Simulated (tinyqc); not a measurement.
Atomic layer deposition: Langmuir saturation, growth per cycle and coating of deep features: one step, computed by the program tinyqc. Command: `OMP_NUM_THREADS=1 python tinyqc.py 3027710 3027711 out.jsonl ald walk`. One thread of a shared host (Intel(R) Xeon(R) Processor @ 2.30GHz), about 0.04 s of CPU time with the checks.

Precursor A sticks only on free sites, so a long enough pulse saturates; co-reactant B then frees the sites again.

Question. Flux and saturation time. Wall flux F = p/sqrt(2 pi M k_B T); rate of filling k_a = beta F/q; desorption k_d = 1e13 exp(-E_d/(k_B T)) per second. 1/m^2 = 1e-18/nm^2. Temperatures in kelvin are T(C) + 273.15.

Inputs (values chosen for the exercise, modelled on silicon dioxide from an aminosilane and ozone):

| quantity | value | unit |
|---|---|---|
| precursor mass M | 174 | u |
| site density q | 2.7 | 1/nm^2 |
| sticking probability beta on free sites | 0.072 | - |
| precursor pressure p | 0.88 | Pa |
| temperature T | 150 | C |
| desorption energy E_d | 1.41 | eV |

Constants: u = 1.6605390666e-27 kg; k_B = 1.380649e-23 J/K; k_B = 8.617333262e-05 eV/K.

Give: flux F; k_a; k_d; time to 99 % without desorption, ln(100)/k_a.

Answer.

flux F = 8545 1/(nm^2 s)

k_a = 227.9 1/s

k_d = 1.610e-04 1/s

time to 99 % without desorption, ln(100)/k_a = 0.02021 s
